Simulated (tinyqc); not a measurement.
Worked calculation: Hubbard ring of 3 sites. Computed by tinyqc, a small Python program that keeps every step. Settings: hopping = 1.72, U = 2.7, mixing = 0.5, iteration cap = 82. Command: `OMP_NUM_THREADS=1 python tinyqc.py 23062 23063 out.jsonl` (the two numbers bound the seeds that draw the settings). One thread of a shared host (Intel(R) Xeon(R) Processor @ 2.60GHz), about 0.2 s of CPU time with the checks. Later iterations appear only in the table of the cycle.

## Mean-field iteration 1

one-body matrix (hopping and site energies) (eV), lower triangle:
```
         1        2       3
1  -0.8600
2  -1.7200  -0.8500
3  -1.7200  -1.7200  0.1200
```

U = 2.7000 eV

electrons, up and down: 1  1

mixing = 0.5000

n(up) at the start (a guess, not normalised): 1 0.3330, 2 0.3330, 3 0.3330

n(down) at the start (a guess): 1 0.3330, 2 0.3330, 3 0.3330

H(up) = T + U n(down), H(down) = T + U n(up); fill the lowest levels; n(new) = n + mixing (n(out) - n); E = tr T (rho up + rho down) + U sum n_up n_down of the output.

levels, up (eV): -3.1092  1.7641  2.4524

levels, down (eV): -3.1092  1.7641  2.4524

energy = -7.0933 eV

n(up) after iteration 1: 1 0.3525, 2 0.3517, 3 0.2954

n(down) after iteration 1: 1 0.3525, 2 0.3517, 3 0.2954

## Mean-field iteration 2

As before.

levels, up (eV): -3.0979  1.8156  2.3910

levels, down (eV): -3.0979  1.8156  2.3910

energy = -7.0978 eV

n(up) after iteration 2: 1 0.3594, 2 0.3584, 3 0.2819

n(down) after iteration 2: 1 0.3594, 2 0.3584, 3 0.2819

## Mean-field iteration 3

As before.

levels, up (eV): -3.0943  1.8341  2.3695

levels, down (eV): -3.0943  1.8341  2.3695

energy = -7.0984 eV

n(up) after iteration 3: 1 0.3619, 2 0.3608, 3 0.2772

n(down) after iteration 3: 1 0.3619, 2 0.3608, 3 0.2772

## Convergence

Each step fills the lowest levels of T + U n(other spin) and sets n(new) = n + mixing (n(out) - n); stop when output and input agree to 1e-8.

Course of the cycle:

| iteration | E (eV) | largest \|n(out) - n(in)\| | mean \|n_up - n_down\| |
|---|---|---|---|
| 1 | -7.093337 | 7.53e-02 | 0.0000 |
| 2 | -7.097796 | 2.69e-02 | 0.0000 |
| 3 | -7.098382 | 9.50e-03 | 0.0000 |
| 4 | -7.098456 | 3.34e-03 | 0.0000 |
| 5 | -7.098466 | 1.17e-03 | 0.0000 |
| 6 | -7.098467 | 4.09e-04 | 0.0000 |
| 7 | -7.098467 | 1.42e-04 | 0.0000 |
| 8 | -7.098467 | 4.93e-05 | 0.0000 |
| 9 | -7.098467 | 1.70e-05 | 0.0000 |
| 10 | -7.098467 | 5.78e-06 | 0.0000 |
| 11 | -7.098467 | 1.94e-06 | 0.0000 |
| 12 | -7.098467 | 6.35e-07 | 0.0000 |
| 13 | -7.098467 | 2.22e-07 | 0.0000 |
| 14 | -7.098467 | 9.02e-08 | 0.0000 |
| 15 | -7.098467 | 3.78e-08 | 0.0000 |
| 16 | -7.098467 | 1.63e-08 | 0.0000 |
| 17 | -7.098467 | 7.25e-09 | 0.0000 |

local moments n_up - n_down: 1 0.0000, 2 0.0000, 3 0.0000

Converged in 17 iterations. Before convergence this energy mixes input and output and is not variational, so it may rise towards its limit.

## The many-body Hamiltonian

Basis: all placements (u, d, 2, 0 on each site), up operators ordered before down ones; hops carry the sign of the same-spin electrons passed.

H (eV), lower triangle:
```
         200      ud0      u0d      du0      020      0ud      d0u      0du
200   0.9800
ud0  -1.7200  -1.7100
u0d  -1.7200  -1.7200  -0.7400
du0  -1.7200   0.0000   0.0000  -1.7100
020   0.0000  -1.7200   0.0000  -1.7200   1.0000
0ud   0.0000   0.0000  -1.7200  -1.7200  -1.7200  -0.7300
d0u  -1.7200   0.0000   0.0000  -1.7200   0.0000   0.0000  -0.7400
0du   0.0000  -1.7200   0.0000   0.0000  -1.7200   0.0000  -1.7200  -0.7300
002   0.0000   0.0000  -1.7200   0.0000   0.0000  -1.7200  -1.7200  -1.7200

        002
002  2.9400
```

## Exact diagonalisation (9 states)

Lowest levels of the sector, and the double occupancy of the lowest state.

lowest levels (eV): -7.2416  -3.1433  -2.4550  -1.4450  -1.2646  2.4183

double occupancy per site = 0.0793

The mean-field solution above lies 0.1431 eV above the exact energy.

## The lowest level by Lanczos steps

From a random start vector (not printed): a_j = <q_j|H|q_j>, b_j = norm of the remainder after orthogonalising; the Ritz value is the lowest eigenvalue of the tridiagonal matrix of a and b so far.

Lanczos:

| j | a_j (eV) | b_j (eV) | lowest Ritz value (eV) |
|---|---|---|---|
| 1 | -5.0810 | 3.1537 | -5.080975 |
| 2 | -1.0422 | 3.3843 | -6.806384 |
| 3 | 0.1811 | 1.3622 | -7.225731 |
| 4 | 1.4865 | 3.0990 | -7.239298 |
| 5 | 0.8155 | 1.3829 | -7.241514 |
| 6 | 0.6034 | 2.4815 | -7.241595 |
| 7 | -0.3637 | 0.2020 | -7.241606 |
| 8 | -1.3493 | 0.2179 | -7.241606 |
| 9 | 3.3097 | 0 | -7.241606 |
